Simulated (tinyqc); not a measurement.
Impurity fraction: valence-band anticrossing with a localised impurity level.

Host valence band EM(k) = al x - c k^2/mM, c = hbar^2/2m0, coupled to a flat level EI by V = C sqrt(x): H = [[EM, V], [V, EI]], E+/- = (EM + EI)/2 +/- sqrt((EM - EI)^2/4 + V^2). The host weight of a state at E is f = 1/(1 + V^2/(E - EI)^2), and its mass at k = 0 is mM/f. The gap is Eg - E+(0), the conduction edge staying at Eg.

Constants: hbar^2/2m0 = 3.80998211 eV angstrom^2.

Parameters, chosen for this exercise (host near InP; not measured data):
- Eg = 1.412 eV (gap at Gamma to the s-like level)
- mM = 0.44 m0 (mass of the host band)
- EI = -0.187 eV (impurity level, from the valence top of the host)
- C = 1.1 eV (coupling)
- al = 0.04 eV (linear shift of the host edge)

The last column is the bowing that a quadratic law would need at that x, (Eg - gap)/(x (1 - x)), with equal end gaps.

Results:

| x (%) | E- (eV) | E+ (eV) | gap (eV) | host weight of E+ | mass of E+ | bowing (eV) |
|---|---|---|---|---|---|---|
| 0.1 | -0.1933 | 0.0063 | 1.4057 | 0.969 | 0.4542 | 6.3 |
| 0.2 | -0.1991 | 0.0122 | 1.3998 | 0.943 | 0.4668 | 6.1 |
| 0.5 | -0.2151 | 0.0283 | 1.3837 | 0.885 | 0.4974 | 5.7 |
| 1.0 | -0.2378 | 0.0512 | 1.3608 | 0.824 | 0.5338 | 5.2 |
| 2.0 | -0.2748 | 0.0886 | 1.3234 | 0.758 | 0.5802 | 4.5 |
| 3.0 | -0.3054 | 0.1196 | 1.2924 | 0.721 | 0.6099 | 4.1 |
| 5.0 | -0.3560 | 0.1710 | 1.2410 | 0.679 | 0.6477 | 3.6 |
| 8.0 | -0.4172 | 0.2334 | 1.1786 | 0.646 | 0.6809 | 3.2 |

How do the results move, and what explains it?

The apparent bowing falls from 6.3 to 3.2 eV, so no single constant describes the gap: the part from the coupling goes as x while V is small against |EM - EI| and as sqrt(x) beyond (V = |EI| near x = 2.89 %), with the linear term al x on top; the fall of the gap goes as the power 0.96 of x between the first two rows and 0.66 between the last two. The mass of E+ goes from 0.4542 to 0.6809, higher although the gap falls; with al = 0 the weight tends to 1/2 at large x.

Computed by tinyqc, a small Python program: `OMP_NUM_THREADS=1 python tinyqc.py 1080787 1080788 out.jsonl` (the numbers bound the seed that draws the inputs); one thread of a shared host (Intel(R) Xeon(R) Processor @ 2.30GHz), about 0.01 s for the whole set of steps.
